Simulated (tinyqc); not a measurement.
MOSFET in the linear regime without short-channel effects, parameter extraction from computed curves: one step of the calculation.

Inversion charge Q = Cox n Vt W0(exp((Vg - VT)/(n Vt))), W0 the Lambert function and n = nf; u = Q/Cox; mobility mu = mu0/(1 + th1 u + th2 u^2); channel resistance Rch = (L - dL)/(W mu Q); Id = Vd/(Rch + Rsd/W). Cox = eps0 eox/tox. Small Vd, no channel-length or drain effects.

Question. The Y function. Y_i = Id_i/sqrt(gm_i). For Id = beta Vd x/(1 + th x), x = Vg - VT, Y = sqrt(beta Vd) x whatever th. Slope s from points 6 and 9; VT_Y = Vg - Y/s at point 9; beta = s^2/Vd; mobility beta L/(W Cox) with the drawn L; th* = (beta Vd x/Id - 1)/x at point 9.

Values chosen for this exercise; channel values of the order met in silicon transistors:
- eox = 3.9 (relative permittivity of the gate insulator (close to silicon dioxide))
- tox = 7.9 nm (insulator thickness)
- mu0 = 120 cm^2/(V s) (low-field mobility)
- th2 = 0 1/V^2 (second mobility attenuation factor)
- W = 10 um (gate width)
- L = 0.073 um (drawn gate length)
- dL = 0.011 um (drawn less effective length)
- Vd = 0.01 V (drain voltage)

Constants: eps0 = 8.8541878128e-14 F/cm where lengths are in cm. Results are converted to the units shown.

| point | Vg (V) | Id (uA) |
|---|---|---|
| 0 | 0.31 | 0.036377264 |
| 1 | 0.41 | 0.33444517 |
| 2 | 0.51 | 2.0471075 |
| 3 | 0.61 | 6.0774671 |
| 4 | 0.71 | 11.234797 |
| 5 | 0.81 | 16.538404 |
| 6 | 0.91 | 21.619567 |
| 7 | 1.01 | 26.361815 |
| 8 | 1.11 | 30.741924 |
| 9 | 1.21 | 34.772055 |
| 10 | 1.31 | 38.477317 |

| point | gm (uS) |
|---|---|
| 1 | 10.053651 |
| 2 | 28.715110 |
| 3 | 45.938448 |
| 4 | 52.304686 |
| 5 | 51.923851 |
| 6 | 49.117054 |
| 7 | 45.611782 |
| 8 | 42.051201 |
| 9 | 38.676968 |

Wanted: Y; s; VT_Y; beta; mobility from Y; th*.

Answer.

| point | Y (uA^0.5 V^0.5) |
|---|---|
| 1 | 0.1055 |
| 2 | 0.3820 |
| 3 | 0.8967 |
| 4 | 1.553 |
| 5 | 2.295 |
| 6 | 3.085 |
| 7 | 3.903 |
| 8 | 4.741 |
| 9 | 5.591 |

s = 8.355 uA^0.5 V^-0.5
VT_Y = 0.5408 V
beta = 6980 uA/V^2
mobility from Y = 116.6 cm^2/(V s)
th* = 0.5131 1/V

The mobility from Y is 17 % below mu0 L/(L - dL) = 141 cm^2/(V s), which it should reach in deep inversion when th2 = 0.

Numbers from tinyqc (`OMP_NUM_THREADS=1 python tinyqc.py 2210046 2210047 out.jsonl`; about 0.01 s on one thread of a shared Intel Xeon 2.30GHz).
